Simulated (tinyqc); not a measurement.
On-chip power grid, static voltage drop by conjugate gradients: two steps of the calculation.

A grid of 4 rows and 3 columns, node k = 3 row + column. Neighbours in a row are joined by Rx, in a column by Ry; pad nodes, which reach the supply through Rp: 0, 9. Each node draws I0, node 2 draws kh I0. The drops u = Vdd - V solve G u = i, with G the conductance matrix (1/Rp added on the diagonal at pad nodes).

Parameters, values chosen for the exercise:
- Rx = 0.6 ohm (resistance of a horizontal segment)
- Ry = 1.7 ohm (resistance of a vertical segment)
- Rp = 0.34 ohm (resistance from a pad node to the supply)
- I0 = 4.5 mA (load current of an ordinary node)
- kh = 1 (factor on the load at the hot node)

Task 1. Diagonal of G, loads and first direction. G_kk = sum of the conductances at node k. Start u = 0, so the residual is r = i; p = r.

Wanted: G_kk; r at the start; p at the start.

Result 1.

G_kk (S):

|  | col 0 | col 1 | col 2 |
|---|---|---|---|
| row 0 | 5.196 | 3.922 | 2.255 |
| row 1 | 2.843 | 4.510 | 2.843 |
| row 2 | 2.843 | 4.510 | 2.843 |
| row 3 | 5.196 | 3.922 | 2.255 |

r at the start (mA):

|  | col 0 | col 1 | col 2 |
|---|---|---|---|
| row 0 | 4.500 | 4.500 | 4.500 |
| row 1 | 4.500 | 4.500 | 4.500 |
| row 2 | 4.500 | 4.500 | 4.500 |
| row 3 | 4.500 | 4.500 | 4.500 |

p at the start (mA):

|  | col 0 | col 1 | col 2 |
|---|---|---|---|
| row 0 | 4.500 | 4.500 | 4.500 |
| row 1 | 4.500 | 4.500 | 4.500 |
| row 2 | 4.500 | 4.500 | 4.500 |
| row 3 | 4.500 | 4.500 | 4.500 |

Task 2. Conjugate-gradient step. q = G p; a = (r.r)/(p.q); u(new) = u + a p; r(new) = r - a q; b = (r.r)(new)/(r.r); p(new) = r(new) + b p.

u after iteration 2 (mV):

|  | col 0 | col 1 | col 2 |
|---|---|---|---|
| row 0 | 9.180000 | 19.158261 | 19.158261 |
| row 1 | 19.158261 | 19.158261 | 19.158261 |
| row 2 | 19.158261 | 19.158261 | 19.158261 |
| row 3 | 9.180000 | 19.158261 | 19.158261 |

r after iteration 2 (mA):

|  | col 0 | col 1 | col 2 |
|---|---|---|---|
| row 0 | 0.000000 | -12.130435 | 4.500000 |
| row 1 | -1.369565 | 4.500000 | 4.500000 |
| row 2 | -1.369565 | 4.500000 | 4.500000 |
| row 3 | 0.000000 | -12.130435 | 4.500000 |

p after iteration 2 (mA):

|  | col 0 | col 1 | col 2 |
|---|---|---|---|
| row 0 | 0.000000 | -2.807183 | 13.823251 |
| row 1 | 7.953686 | 13.823251 | 13.823251 |
| row 2 | 7.953686 | 13.823251 | 13.823251 |
| row 3 | 0.000000 | -2.807183 | 13.823251 |

Wanted: q; a; u after iteration 3; r after iteration 3; b; p after iteration 3.

Result 2.

q (mA S):

|  | col 0 | col 1 | col 2 |
|---|---|---|---|
| row 0 | 0.000 | -42.179 | 27.717 |
| row 1 | -5.104 | 19.565 | 0.000 |
| row 2 | -5.104 | 19.565 | 0.000 |
| row 3 | 0.000 | -42.179 | 27.717 |

a = 0.28681 ohm

u after iteration 3 (mV):

|  | col 0 | col 1 | col 2 |
|---|---|---|---|
| row 0 | 9.180 | 18.353 | 23.123 |
| row 1 | 21.439 | 23.123 | 23.123 |
| row 2 | 21.439 | 23.123 | 23.123 |
| row 3 | 9.180 | 18.353 | 23.123 |

r after iteration 3 (mA):

|  | col 0 | col 1 | col 2 |
|---|---|---|---|
| row 0 | 0.0000 | -0.0333 | -3.4496 |
| row 1 | 0.0943 | -1.1115 | 4.5000 |
| row 2 | 0.0943 | -1.1115 | 4.5000 |
| row 3 | 0.0000 | -0.0333 | -3.4496 |

b = 0.15919

p after iteration 3 (mA):

|  | col 0 | col 1 | col 2 |
|---|---|---|---|
| row 0 | 0.0000 | -0.4802 | -1.2490 |
| row 1 | 1.3605 | 1.0891 | 6.7006 |
| row 2 | 1.3605 | 1.0891 | 6.7006 |
| row 3 | 0.0000 | -0.4802 | -1.2490 |

Numbers from tinyqc (`OMP_NUM_THREADS=1 python tinyqc.py 2770110 2770111 out.jsonl`; about 0.3 s on one thread of a shared Intel Xeon 2.30GHz).
